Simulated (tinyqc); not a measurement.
Inside a calculation. Method: one-electron ion in a basis of Gaussians. Computed by tinyqc, a small Python program that keeps every step. Settings: Z = 2, l = 0. Command: `OMP_NUM_THREADS=1 python tinyqc.py 22519 22520 out.jsonl` (the two numbers bound the seeds that draw the settings). One thread of a shared host (Intel(R) Xeon(R) Processor @ 2.60GHz), about 0.01 s of CPU time with the checks.

## Matrices over normalised Gaussians

exponents of r^l exp(-a r^2) (1/bohr^2): 0.368800  1.467000  5.834000

Z = 2

l = 0

With p = a_i + a_j and I(k) = Gamma((k+1)/2) / (2 p^((k+1)/2)): S = I(2l+2), T = (2l+3) a_i a_j S / p, V = -Z I(2l+1), each divided by sqrt(S_ii S_jj).

S, lower triangle:
```
          1         2         3
1  1.000000
2  0.717336  1.000000
3  0.325261  0.717412  1.000000
```

T (hartree), lower triangle:
```
          1         2         3
1  0.553200
2  0.634220  2.200500
3  0.338472  2.522925  8.751000
```

V (hartree), lower triangle:
```
           1          2          3
1  -1.938186
2  -2.193413  -3.865584
3  -1.828143  -4.374668  -7.708738
```

## Generalised eigenproblem

H = T + V (hartree), lower triangle:
```
           1          2         3
1  -1.384986
2  -1.559194  -1.665084
3  -1.489672  -1.851743  1.042262
```

Solve H C = S C e through S^(-1/2); each column has its largest component positive (the first on a tie).

eigenvalues of S: 0.135157  0.674739  2.190103

eigenvalues (hartree): -1.961592  0.101024  7.281749

coefficients:
```
          1          2          3
1  0.426636   1.346694  -0.659005
2  0.514180  -1.120909   1.719384
3  0.197040  -0.113139  -1.542340
```

For Z = 2 and l = 0 the exact lowest level is -Z^2/(2 n^2) with n = l + 1: -2.000000 hartree.
